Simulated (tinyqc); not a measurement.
Inside a calculation. Model: short-channel transistor, virtual-source model with series resistance.

Computed by the program tinyqc: `OMP_NUM_THREADS=1 python tinyqc.py 2380167 2380168 out.jsonl`, one thread of a shared Intel Xeon 2.30GHz, about 0.02 s for the whole run. Printed values are rounded.

The current per gate width is the charge at the top of the source barrier (the virtual source) times its velocity times a saturation function; al and be are fitting constants of the model. Units: I in uA/um, Rs in ohm um, so I Rs = 1e-6 I Rs in volts; Q in uC/cm^2, so I = 1e-4 Q vx0 Fsat with vx0 in cm/s.

Values chosen for this exercise:

| symbol | value | unit | meaning |
|---|---|---|---|
| T | 293 | K | temperature |
| Cinv | 1.97 | uF/cm^2 | inversion capacitance |
| vx0 | 3.56e7 | cm/s | velocity at the virtual source |
| mu | 350 | cm^2/(V s) | apparent mobility |
| L | 25 | nm | channel length |
| VT0 | 0.412 | V | threshold at zero drain voltage |
| dl | 0.188 | V/V | drain-induced barrier lowering |
| n0 | 1.37 |  | subthreshold factor |
| nd | 0.05 | 1/V | growth of n with drain voltage |
| al | 3.5 |  | threshold shift (in units of Vt) from weak to strong inversion |
| be | 1.6 |  | sharpness of saturation |
| Rs | 120 | ohm um | series resistance of each contact |
| Vgs | 0.9 | V | gate voltage |
| Vds | 0.9 | V | drain voltage |

Constants: q = 1.602176634e-19 C, kB = 1.380649e-23 J/K, Vt = kB T/q. Results are converted to the units shown.

## Iteration 1: current through the series resistance

I at the start = 0 uA/um

Intrinsic voltages Vg' = Vgs - I Rs, Vd' = Vds - 2 I Rs. n = n0 + nd Vd', VT = VT0 - dl Vd', Ff = 1/(1 + exp((Vg' - VT + al Vt/2)/(al Vt))), Q = Cinv n Vt ln(1 + exp((Vg' - VT + al Vt Ff)/(n Vt))), Vdsat = (vx0 L/mu)(1 - Ff) + Vt Ff, Fsat = u/(1 + u^be)^(1/be) with u = Vd'/Vdsat, and I(out) = Q vx0 Fsat per width. (Fsat takes the sign of u.) Newton step: I(new) = I + (I(out) - I)/(1 - s), s = dI(out)/dI by a central difference with +/- 0.001 uA/um.

Vg' = 0.9 V
Vd' = 0.9 V
VT = 0.2428 V
Ff = 3.57203e-4
Q = 1.29475 uC/cm^2
Vdsat = 0.254204 V
Fsat = 0.925291
I(out) = 4264.94 uA/um
s = -1.20369
I after iteration 1 = 1935.36 uA/um

## Iteration 2: current through the series resistance

As before.

Vg' = 0.667757 V
Vd' = 0.435514 V
VT = 0.330123 V
Ff = 0.0131169
Q = 0.667426 uC/cm^2
Vdsat = 0.251281 V
Fsat = 0.805031
I(out) = 1912.78 uA/um
s = -1.21680
I after iteration 2 = 1925.18 uA/um

## Course of the iteration: current through the series resistance

Stop when I changes by less than 1e-7 uA/um, or after 80 iterations.

Course of the iteration:

| iteration | I (uA/um) | \|change\| (uA/um) |
|---|---|---|
| 1 | 1935.36 | 1940 |
| 2 | 1925.18 | 10.2 |
| 3 | 1925.18 | 6.62e-4 |
| 4 | 1925.18 | < 1e-9 |

Converged in 4 iterations. The change falls from 1900 in the first iteration to below the tolerance in the last.

## What the series resistance costs

converged I = 1925.18 uA/um
I0 = 4264.94 uA/um

Intrinsic voltages Vg' = Vgs - I Rs, Vd' = Vds - 2 I Rs. n = n0 + nd Vd', VT = VT0 - dl Vd', Ff = 1/(1 + exp((Vg' - VT + al Vt/2)/(al Vt))), Q = Cinv n Vt ln(1 + exp((Vg' - VT + al Vt Ff)/(n Vt))), Vdsat = (vx0 L/mu)(1 - Ff) + Vt Ff, Fsat = u/(1 + u^be)^(1/be) with u = Vd'/Vdsat, and I = Q vx0 Fsat per width. I0 is the current for Rs = 0. Effective velocity I/Q; transit time L Q/I.

loss against I0 = 54.8604 %
effective velocity = 2.87042e7 cm/s
transit time = 0.0870954 ps

The carriers leave the virtual source at 80.6 % of vx0.
